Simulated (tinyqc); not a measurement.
## Free and trapped electrons in a MOS channel with a dense trap tail: free and trapped charge against gate voltage

p-type body, charge-sheet picture, full ionisation (an idealisation for deep acceptors), Boltzmann statistics for free electrons. e = Ec - EF at the surface. Acceptor-like traps of density D(E) = D0 + De exp(-E/Ew) at depth E below Ec, from 0 to Eu, hold n_t = integral of D(E)/(1 + exp((e - E)/Vt)). psi = Eg - Vt ln(Nv/Na) - e; N_dep = sqrt(2 eps0 eps_r Na (psi - Vt)/q); n_f = sqrt(N_dep^2 + 2 eps0 eps_r Vt Nc exp(-e/Vt)/q) - N_dep; Vg = Vfb + psi + q (N_dep + n_t + n_f)/Cox, Cox = eps0 eox/tox.

Free share n_f/(n_f + n_t); swing ln 10 n_f/(dn_f/dVg); field-effect mobility mf q (dn_f/dVg)/Cox, for a constant mf; oxide field q (N_dep + n_t + n_f)/(eps0 eox).

Inputs (values chosen for the exercise); band and dielectric values close to those of 4H silicon carbide: temperature T = 300 K; band gap Eg = 3.26 eV; relative permittivity eps_r = 9.52; conduction-band density of states at T Nc = 1.68e19 cm^-3; valence-band density of states at T Nv = 2.51e19 cm^-3; relative permittivity of the insulator eox = 3.9; insulator thickness tox = 31 nm; acceptor density Na = 4e16 cm^-3; flat-band voltage without trapped charge Vfb = -2.71 V; constant background density of acceptor-like traps D0 = 2.8e10 cm^-2 eV^-1; density of the tail at the conduction edge De = 9.8e12 cm^-2 eV^-1; decay energy of the tail Ew = 0.09 eV; depth below Ec down to which the traps reach Eu = 0.75 eV; mobility of free electrons mf = 110 cm^2/(V s).

Constants: q = 1.602176634e-19 C, kB = 1.380649e-23 J/K, Vt = kB T/q, eps0 = 8.8541878128e-14 F/cm where lengths are in cm. Results are converted to the units shown.

Results:
```
Vg (V),e (eV),n_f (cm^-2),n_t (cm^-2),free share (%),swing (mV/decade),field-effect mobility (cm^2/(V s)),oxide field (MV/cm)
1.6,0.3606,1.871e6,2.913e10,0.006422,96.82,0.007040,0.5088
2.2,0.1368,1.032e10,2.371e11,4.172,320.1,11.75,0.6301
3.5,0.03500,4.376e11,6.238e11,41.23,2009,79.35,1.017
4.1,0.01772,7.607e11,7.026e11,51.99,3078,90.03,1.205
4.8,0.003097,1.176e12,7.611e11,60.71,4415,97.03,1.426
5.4,-0.006761,1.551e12,7.942e11,66.14,5615,100.7,1.616
6.1,-0.01627,2.003e12,8.207e11,70.94,7061,103.4,1.839
6.7,-0.02322,2.398e12,8.368e11,74.13,8331,104.9,2.030
```

Estimate the missing row, Vg = 2.9 V.

Computed row:
```
Vg (V),e (eV),n_f (cm^-2),n_t (cm^-2),free share (%),swing (mV/decade),field-effect mobility (cm^2/(V s)),oxide field (MV/cm)
2.9,0.06205,1.712e11,4.968e11,25.63,1064,58.60,0.8318
```

With this row back in the table: n_f reaches 1e11 cm^-2 at Vg = 2.69 V, against 2.06 V without traps. The free share rises from 0.00642 to 74.1 % and the field-effect mobility rises from 0.00704 to 105 cm^2/(V s), although mf = 110 is constant: in the last row 95.3 % of Cox dVg goes into free electrons. The swing in the first row is 96.8 mV a decade (Vt ln 10 = 59.5). For Vg = 3.5, 4.1, 4.8, 5.4, 6.1, 6.7 EF lies less than 2 Vt below the band edge, or above it, where degeneracy and confinement, left out, matter.

tinyqc, about 0.02 s, one thread, Intel Xeon 2.30GHz (shared host): `OMP_NUM_THREADS=1 python tinyqc.py 2222213 2222214 out.jsonl`
